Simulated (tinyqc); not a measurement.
Order-disorder in a binary alloy on two sublattices: Bragg-Williams and pair (quasi-chemical) approximations: one step, computed by the program tinyqc. Command: `OMP_NUM_THREADS=1 python tinyqc.py 3022065 3022066 out.jsonl order walk`. One thread of a shared host (Intel(R) Xeon(R) Processor @ 2.30GHz), about 0.01 s of CPU time with the checks.

All z = 8 neighbours of a site lie on the other sublattice. B fills the sublattices with x + eta/2 and x - eta/2; energies are per site, from the pure components: u = -z w y with y the probability of an A-B bond taken in one order.

Problem. Critical temperatures. Bragg-Williams: k_B T_c = 2 z w x (1 - x). Pair approximation at x = 1/2: k_B T_c = w/ln(z/(z - 2)).

Inputs (values chosen for the exercise, for a model alloy): ordering energy w = (e_AA + e_BB)/2 - e_AB = 58.3 meV; fraction x of B = 0.46.

Lattice: bcc (B2 order, z = 8).

Constants: k_B = 8.617333262e-05 eV/K.

Give: T_c, Bragg-Williams; T_c, pair approximation at x = 1/2.

Solution.

T_c, Bragg-Williams = 2689 K

T_c, pair approximation at x = 1/2 = 2352 K

At x = 1/2 the pair value is 0.869 of the Bragg-Williams one; the ratio tends to 1 as z grows.
